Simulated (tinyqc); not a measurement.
Inductance and parasitic capacitance from two readings.

Question. A loss-free coil L in parallel with C shows the apparent inductance L/(1 - w^2 L C), w = 2 pi f. Find L, C and the self-resonance 1/(2 pi sqrt(L C)).

apparent inductance at 9 and 16 GHz (nH): 0.91579549  1.6438278

Solution. The inverse of the reading is 1/L - w^2 C, a straight line in w^2.

L = 0.760 nH
C = 70.0 fF
self-resonance = 21.8 GHz

Computed by the program tinyqc: `OMP_NUM_THREADS=1 python tinyqc.py 2302131 2302132 out.jsonl`, one thread of a shared Intel Xeon 2.30GHz, about 0.01 s for the whole run.
